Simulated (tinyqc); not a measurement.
# Doping and flat-band voltage from the body effect

Question. VT = Vfb + 2 phiF + gamma sqrt(2 phiF + Vsb), phiF = Vt ln(Na/ni), gamma = sqrt(2 q eps0 eps_r Na)/Cox, Cox = eps0 eox/tox. Find Na, gamma and Vfb from two thresholds.

Values chosen for this exercise; material values those of a made-up semiconductor: temperature T = 300 K; relative permittivity of the semiconductor eps_r = 9.02; relative permittivity of the gate insulator eox = 21.4; insulator thickness tox = 160 nm.

Constants: q = 1.602176634e-19 C, kB = 1.380649e-23 J/K, Vt = kB T/q, eps0 = 8.8541878128e-14 F/cm where lengths are in cm. Results are converted to the units shown.

VT at Vsb = 0 and 1.2 V (V): [0.63774107, 0.91165336]
ni = 8.6526967e8 cm^-3

Solution. The difference of the thresholds, gamma [sqrt(2 phiF + Vsb) - sqrt(2 phiF)], holds no Vfb and rises with Na, so it has one root; Vfb then follows from the first threshold.

Na = 1.600e16 cm^-3
gamma = 0.5403 V^0.5
Vfb = -0.7300 V

Program tinyqc, `OMP_NUM_THREADS=1 python tinyqc.py 2360081 2360082 out.jsonl`; Intel Xeon 2.30GHz, shared host, one thread, about 0.04 s.
